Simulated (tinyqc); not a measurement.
Worked calculation: standing waves and exposure in a photoresist film. Values are carried at full precision from step to step, so a last printed digit may differ when a step is redone from the rounded ones.

Normal incidence from air. Unexposed resist: N1 = n1 + i k1 with k1 = (A + B) lam/(4 pi), lam in micrometres. r01 = (1 - N1)/(1 + N1), t01 = 2/(1 + N1). Below the resist lie the layer Na = na + i ka and the substrate Ns = ns + i ks: r12 = (r1a + ras x)/(1 + r1a ras x), x = exp(4 pi i Na da/lam), r1a = (N1 - Na)/(N1 + Na), ras = (Na - Ns)/(Na + Ns). With p = exp(2 pi i N1 d/lam), the field at depth z is E(z) = t01 [exp(2 pi i N1 z/lam) + r12 p^2 exp(-2 pi i N1 z/lam)]/(1 + r01 r12 p^2), the relative intensity I(z) = n1 |E(z)|^2 and the reflectance R = |(r01 + r12 p^2)/(1 + r01 r12 p^2)|^2.

Parameters, chosen for this exercise (a resist on Al, indices near tabulated ones; not measured data): lam = 193 nm (vacuum wavelength); n1 = 1.69 (resist index); A = 0.11 1/micrometre (bleachable absorption (Dill A)); B = 0.64 1/micrometre (fixed absorption (Dill B)); d = 247 nm (resist thickness); ns = 0.108 (substrate n); ks = 2.262 (substrate k); na = 1.816 (n of the bottom antireflection layer); ka = 0.356 (its k); da = 22 nm (its thickness); C = 0.017 cm^2/mJ (exposure rate (Dill C)); D = 40 mJ/cm^2 (incident dose); Ld = 5 nm (diffusion length of the post-exposure bake).

## Interface coefficients

Form N1, r01, t01 and r12.

N1 = 1.69000+0.01152i
r01 = -0.2565-0.0032i
t01 = 0.7435-0.0032i
r12 = 0.2590+0.2610i
|r12|^2 = 0.1352

Next to the bottom the intensity swings by a factor ((1 + |r12|)/(1 - |r12|))^2 = 4.68 between antinode and node; without the layer |r12|^2 would be 0.9007.

## Round trip and reflectance

Form p^2, the denominator and R; the period of the standing wave is lam/(2 n1).

p^2 = -0.3805+0.7387i
1 + r01 r12 p^2 = 1.0750-0.0227i
R = 0.2664
period = 57.10 nm

The film holds 4.33 periods.

## Intensity and exposure over the lowest period

Nine depths from d - period to d. Without bleaching during the exposure the share of unexposed compound is m = exp(-C D I).

Profile:
```
z (nm)      I      m
189.9   1.135  0.462
197.0   1.278  0.419
204.2   1.132  0.463
211.3   0.780  0.588
218.4   0.427  0.748
225.6   0.278  0.828
232.7   0.418  0.753
239.9   0.763  0.595
247.0   1.110  0.470
```

I runs from 0.278 to 1.278 on these points, so m runs from 0.419 to 0.828; the least exposed point listed lies 21.4 nm above the bottom.

## Smoothing by the bake

Gaussian diffusion of length Ld multiplies a cosine of period L by exp(-2 pi^2 Ld^2/L^2). Give that factor, and the Ld that leaves 10 %.

factor = 0.860
Ld for 10 % = 19.50 nm

## Checks

- R against the transfer-matrix product: both 0.26641.

(tinyqc, `OMP_NUM_THREADS=1 python tinyqc.py 1650496 1650497 out.jsonl`, Intel(R) Xeon(R) Processor @ 2.30GHz, 1 thread, shared host, about 0.01 s.)
